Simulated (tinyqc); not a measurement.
## Scale length and length offset from two DIBL values

Question. DIBL = exp(-Le/(2 l)) + 2 exp(-Le/l) with Le = L - dL. Find l, dL and the drawn length for a DIBL of 100 mV/V.

DIBL at drawn lengths 35 and 63 nm (mV/V): 79.139351  7.6431796

Solution. With e = exp(-Le/(2 l)), 2 e^2 + e = DIBL gives e and so Le/l at each length; Le/l is a straight line in L with slope 1/l.

l = 6.30 nm
dL = 1.40 nm
length for 100 mV/V = 32.4 nm

tinyqc, about 0.01 s, one thread, Intel Xeon 2.30GHz (shared host): `OMP_NUM_THREADS=1 python tinyqc.py 2002104 2002105 out.jsonl`
